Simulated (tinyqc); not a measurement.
From results back to parameters: deep level as a short-range spherical well. Two cases, with inputs chosen for the exercise.

Problem. Emission rates at T and T2 were computed from hidden Et and sn.

Thermal emission e = sn v Nc exp(-Et/kB T), v = sqrt(6 c kB T/m)/hbar, Nc = 2 gv (m kB T/(4 pi c))^(3/2), c = hbar^2/2m0, one mass for both, degeneracy ratio 1; 1 angstrom = 1e-8 cm.

Constants: hbar^2/2m0 = 3.80998211 eV angstrom^2; kB = 8.617333262e-05 eV/K; hbar = 6.58211957e-16 eV s.

Case 1.

Values chosen (near those of GaN; shifted at random, so the results belong to these values and not to a real crystal):
- m = 0.195 m0 (mass)
- gv = 1 (valleys)
- T = 300 K (temperature)
- T2 = 340 K (second temperature)

e(T), e(T2) (1/s): 2.282748e+08  6.684332e+08

Case 2.

Values chosen (near those of 4H SiC; shifted at random, so the results belong to these values and not to a real crystal):
- m = 0.378 m0 (mass)
- gv = 3 (valleys)
- T = 350 K (temperature)
- T2 = 390 K (second temperature)

e(T), e(T2) (1/s): 1052.819  7655.575

Find: Et; sn.

Solution. v Nc goes as T^2, so ln(e/T^2) against 1/T has slope -Et/kB; the intercept gives sn.

Case 1.

Et = 0.181 eV
sn = 44 x 1e-16 cm^2

Case 2.

Et = 0.520 eV
sn = 0.71 x 1e-16 cm^2

Computed by tinyqc, one run a case: `OMP_NUM_THREADS=1 python tinyqc.py N N+1 out.jsonl` with N = 1251289, 1251399; one thread of a shared Intel(R) Xeon(R) Processor @ 2.30GHz, about 0.01 s a run at most.
